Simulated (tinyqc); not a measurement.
Worked calculation: one-electron ion in a basis of Gaussians. One step of it, computed by the program tinyqc.

Task: Generalised eigenproblem. Solve H C = S C e through S^(-1/2); each column has its largest component positive (the first on a tie).

H = T + V (hartree):
```
           1          2
1  -0.263387  -0.296332
2  -0.296332  -0.381911
```

S:
```
          1         2
1  1.000000  0.789302
2  0.789302  1.000000
```

Give: eigenvalues of S; eigenvalues; coefficients.

Result:

eigenvalues of S: 0.2107  1.7893

eigenvalues (hartree): -0.3821  -0.0887

coefficients:
```
         1        2
1  -0.0462   1.6280
2   1.0361  -1.2566
```

For Z = 1 and l = 0 the exact lowest level is -Z^2/(2 n^2) with n = l + 1: -0.500000 hartree.
